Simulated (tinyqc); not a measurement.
MOSFET in saturation, small-signal circuit and noise: two steps of the calculation.

Bias by the inversion coefficient IC = I/Ispec (charge-based model with velocity saturation; weak inversion below 0.1, strong above 10). Common-source circuit: gm, gds, Cgs, Cgd and Cj at the inner nodes, Rg in series with the gate; quasi-static, no source or drain resistance, no gate-body capacitance, no substrate network, no induced gate noise, so fmax is an upper estimate.

Parameters, values chosen for the exercise: signal frequency f = 2 GHz.

Question 1. Admittance matrix. Inner admittances at w = 2 pi f: y11 = i w (Cgs + Cgd), y12 = -i w Cgd, y21 = gm - i w Cgd, y22 = gds + i w (Cgd + Cd). Invert to Z, add Rg to Z11 and invert back to Y.

gm = 0.36205865 mS
gds = 0.054308797 mS
Cgs = 2.4667267 fF
Cgd = 2.3 fF
Cd = 3.5 fF
Rg = 30.744048 ohm

Find: inner y; Y with Rg.

Answer 1.

inner y (mS):
```
                  1                 2
1  0.00000+0.05990i  0.00000-0.02890i
2  0.36206-0.02890i  0.05431+0.07288i
```

Y with Rg (mS):
```
                  1                  2
1  0.00011+0.05990i  -0.00005-0.02890i
2  0.36200-0.02957i   0.05434+0.07321i
```

Question 2. Current gain and unilateral power gain. |h21| = |Y21/Y11|; U = |Y21 - Y12|^2/(4 [Re Y11 Re Y22 - Re Y12 Re Y21]). Extrapolated at 20 dB a decade: f |h21| and f sqrt(U).

Y with Rg (mS):
```
                            1                            2
1  0.0001103112+0.0599002511i  -0.0000532264-0.0289025544i
2  0.3620041938-0.0295693130i   0.0543350721+0.0732066209i
```

Wanted: |h21|; U; f |h21|; f sqrt(U).

Answer 2.

|h21| = 6.0636
U = 1297.3
f |h21| = 12.127 GHz
f sqrt(U) = 72.035 GHz

Computed by the program tinyqc: `OMP_NUM_THREADS=1 python tinyqc.py 2150030 2150031 out.jsonl`, one thread of a shared Intel Xeon 2.30GHz, about 0.01 s for the whole run.
